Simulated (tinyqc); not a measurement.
Changing the radial spring k2L: Born-von Karman spring model of a cubic crystal with one atom per cell. Computed by tinyqc, a small Python program. Command: `OMP_NUM_THREADS=1 python tinyqc.py 3024182 3024183 out.jsonl springs sweep`. One thread of a shared host (Intel(R) Xeon(R) Processor @ 2.30GHz), about 0.1 s of CPU time with the checks.

First neighbours lie at a/2 (1,1,1) (8 of them), second at a (1,0,0) (6), with all permutations and signs; the volume per atom is Omega = a^3/2.

Inputs (values chosen for the exercise, for a model crystal): lattice constant a = 3.81 angstrom; atomic mass M = 102 u; radial spring k1L = 3.79 eV/angstrom^2; transverse spring k1T = 0.068 eV/angstrom^2; transverse spring k2T = 0.027 eV/angstrom^2.

Lattice: bcc.

Constants: 1 eV/angstrom^3 = 160.2176634 GPa; u = 1.6605390666e-27 kg; hbar = 1.054571817e-34 J s; k_B = 1.380649e-23 J/K.

Method:
- [ij,kl] = (1/(2 Omega)) sum_R K_ij R_k R_l; C11 = [xx,xx], C44 = [xx,yy], C12 = 2 [xy,xy] - C44; B = (C11 + 2 C12)/3; Zener ratio A = 2 C44/(C11 - C12). K(R) = kL n n^T + kT (1 - n n^T).
- rho = M/Omega and v = sqrt(C/rho), with C = C11, C44, C44 along [100]; (C11 + C12 + 2 C44)/2, C44, (C11 - C12)/2 along [110]; (C11 + 2 C12 + 4 C44)/3 and twice (C11 - C12 + C44)/3 along [111].
- Christoffel matrix G_xx = C11 n_x^2 + C44 (1 - n_x^2), G_xy = (C12 + C44) n_x n_y, with eigenvalues rho v^2; v_m^-3 is the mean of v^-3 over three branches and all directions (12 Gauss-Legendre points in cos(theta) times 24 angles phi = (j + 1/2) pi/12); q_D = (6 pi^2/Omega)^(1/3); Theta = hbar v_m q_D/k_B.

One run for each value:
```
radial spring k2L (eV/angstrom^2)  C11 (GPa)  C44 (GPa)  Zener ratio A  C12 (GPa)  elastic Debye temperature (K)
0.047                                  114.0      112.3          12.72      96.35                          264.7
0.470                                  149.6      112.3           4.22      96.35                          338.8
0.900                                  185.8      112.3           2.51      96.35                          382.4
1.300                                  219.4      112.3           1.83      96.35                          411.1
1.800                                  261.5      112.3           1.36      96.35                          438.2
2.200                                  295.1      112.3           1.13      96.35                          455.6
2.600                                  328.7      112.3           0.97      96.35                          470.2
3.000                                  362.4      112.3           0.84      96.35                          482.9
```

Over the rows, C11 (GPa) rises from 114 to 362 (exponent d ln y / d ln x 0.12 between the first rows and 0.68 between the last); C44 (GPa) does not change; Zener ratio A falls from 12.7 to 0.845 (exponent d ln y / d ln x -0.48 between the first rows and -0.94 between the last). The second neighbours lie along the cube axes, so their radial spring enters C11 alone; the crystal is isotropic (A = 1) between k2L = 2.2 and 2.6. Left out: -0.380 (the lattice is unstable).
